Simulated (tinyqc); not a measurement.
Inside a calculation. Model: quasi-harmonic thermal expansion with mode Grueneisen parameters. Computed by tinyqc, a small Python program that keeps every step. Command: `OMP_NUM_THREADS=1 python tinyqc.py 3018233 3018234 out.jsonl qha walk`. One thread of a shared host (Intel(R) Xeon(R) Processor @ 2.30GHz), about 0.02 s of CPU time with the checks. Intermediate numbers are printed to about 5 digits and carried at full precision; extremes and crossings named in words are read from the listed rows.

A crystal with two atoms a cell; per atom there are 1 transverse acoustic (TA), 1/2 longitudinal acoustic (LA) and 3/2 optical (O) modes. Every frequency of group i scales as nu_i (V/V0)^(-gamma_i). Each group has one frequency. Static energy: E = (9 V0 B0/16) [y^3 B' + y^2 (2 - 4 y)], y = (V0/V)^(2/3) - 1, with pressure P_s = (3 B0/2) (z^7 - z^5) [1 + (3/4)(B' - 4)(z^2 - 1)], z = (V0/V)^(1/3).

Inputs (values chosen for the exercise, for a model crystal):
```
quantity,value,unit
static volume V0,27.9,angstrom^3/atom
static bulk modulus B0,261,GPa
static B',4.62,-
frequency nu_TA,3.12,THz
frequency nu_LA,6.7,THz
frequency nu_O,10.7,THz
Grueneisen parameter gamma_TA,0.3,-
Grueneisen parameter gamma_LA,1.7,-
Grueneisen parameter gamma_O,1.7,-
temperature T,200,K
step factor f,1,-
```

Acoustic groups: Einstein.

Constants: h x 1 THz = 4.135667696 meV; k_B = 8.617333262e-05 eV/K; 1 eV/angstrom^3 = 160.2176634 GPa.

## Mode groups at the static volume

For a mode with x = h nu/(k_B T), n = 1/(exp(x) - 1): U = h nu (n + 1/2), C/k_B = x^2 n (n + 1); U_i and C_i sum these over group i with its weight per atom. Phonon pressure P_ph = sum_i gamma_i U_i/V.

Groups:
```
group,h nu_i/(k_B T),U_i (meV),C_i (k_B),gamma_i C_i (k_B)
TA,0.74868,18.032,0.95457,0.28637
LA,1.6077,10.398,0.40491,0.68835
O,2.5676,38.704,0.88999,1.5130
```

phonon pressure at V0 = 0.51042 GPa

## Grueneisen's estimate

gamma_th = sum gamma_i C_i / sum C_i; volume expansion coefficient alpha_V = gamma_th C k_B/(B0 V0); linear coefficient alpha_V/3; first-order volume change P_ph/B0.

heat capacity C at V0 = 2.2495 k_B/atom

gamma_th at V0 = 1.1059

linear expansion, Grueneisen estimate = 1.5722 ppm/K

first-order volume change = 0.19556 %

The O group gives the largest part of the expansion.

## Equilibrium volume by iteration

Start at V0 and step V(new) = V [1 + f (P_s + P_ph)/B0]; stop when |P_s + P_ph| < 1e-8 GPa, after 60 steps, or when V leaves 0.7 to 1.3 V0.

Iterations:
```
step,V (angstrom^3),P_s + P_ph (GPa)
0,27.900,5.1042e-01
1,27.955,9.3224e-04
2,27.955,4.9995e-06
3,27.955,2.6844e-08
4,27.955,1.4412e-10
```

converged (1 yes, 0 no) = 1

volume V(T) = 27.955 angstrom^3/atom

Converged at step 4; the volume lies +0.196 % from V0.

## Properties at the equilibrium volume

B_T = -V d(P_s + P_ph)/dV at fixed T (central difference, step 1e-4 V); alpha_V = sum gamma_i C_i k_B/(B_T V), all at V(T); the linear coefficient is alpha_L = alpha_V/3. C_P - C_V = alpha_V^2 B_T V T; the optical frequency is nu_O (V/V0)^(-gamma_O).

volume change from V0 = 0.19592 %

isothermal bulk modulus B_T = 259.60 GPa

linear expansion coefficient = 1.5814 ppm/K

C_V = 2.2530 k_B/atom

C_P - C_V = 0.0023661 k_B/atom

optical frequency at V(T) = 10.664 THz

B_T lies -0.54 % from the static B0, and the Grueneisen estimate at V0 differs from this expansion coefficient by -0.6 %.

## Zero-point expansion

At T = 0, U_i is the zero-point energy (h nu/2 a mode); solve P_s + P_ph = 0.

volume at T = 0 = 27.943 angstrom^3/atom

zero-point volume change = 0.15434 %

## Expansion against temperature

V(T) solves P_s + P_ph = 0. The Grueneisen estimate uses C_i, V0 and B0 at the static volume; gamma_th = sum gamma_i C_i / sum C_i is taken at V(T).

Quasi-harmonic results:
```
T (K),V/V0 - 1 (%),B_T (GPa),alpha_L (ppm/K),"alpha_L, Grueneisen estimate",gamma_th
20,0.15435,260.21,0.0060,0.0060,0.3006
40,0.15457,260.21,0.0783,0.0779,0.3439
70,0.15619,260.18,0.3071,0.3049,0.5669
100,0.16048,260.10,0.6573,0.6529,0.8009
150,0.17472,259.88,1.2110,1.2039,1.0151
220,0.20576,259.48,1.6865,1.6765,1.1282
300,0.24997,258.97,1.9572,1.9440,1.1763
450,0.34392,258.00,2.1699,2.1503,1.2080
700,0.51267,256.36,2.2885,2.2580,1.2229
1000,0.72266,254.38,2.3424,2.2985,1.2283
```

alpha_L is positive throughout. gamma_th moves from 0.30, near gamma_TA = 0.3, to 1.23, near the average over all modes, 1.23, as the stiffer groups take up their share of C. B_T changes by -2.2 % over the table, and at the highest T the estimate at fixed V0 and B0 is off by -1.9 %. In the coldest rows alpha_L is far too small in size, since one frequency a group leaves out the long acoustic waves.

Checks made by the program: zero of the pressure against the minimum of F(V) = E + F_ph (relative difference 1e-09); alpha against the slope of V(T) (relative difference 4e-08).
